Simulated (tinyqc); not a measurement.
## Mass and degeneracy from charge and saturation current

Inverse problem. At high drain voltage only states moving towards the drain are filled: n = (N0/2) F_0(eta), N0 = gv m kB T/(pi hbar^2), F_0(x) = ln(1 + exp x), and I = q (N0/2) vT F_(1/2)(eta) per width, vT = sqrt(2 kB T/(pi m)), F_(1/2)(x) = (2/sqrt(pi)) int_0^infinity u^(1/2)/(1 + exp(u - x)) du. Find eta and m.

Parameters, values chosen for the exercise: temperature T = 300 K; valley degeneracy gv = 1.

Constants: q = 1.602176634e-19 C, kB = 1.380649e-23 J/K, hbar = 1.054571817e-34 J s, m0 = 9.1093837015e-31 kg. Results are converted to the units shown.

n = 5.8011313e12 cm^-2
I = 1944.7868 uA/um

Solution. The mass drops out of I^2/(q^2 n) = gv (kB T)^2 F_(1/2)^2/(pi^2 hbar^2 F_0), which rises with eta and so fixes it; n then gives m.

eta = 5.110
m = 0.2100 m0

Program tinyqc, `OMP_NUM_THREADS=1 python tinyqc.py 2400058 2400059 out.jsonl`; Intel Xeon 2.30GHz, shared host, one thread, about 0.01 s.
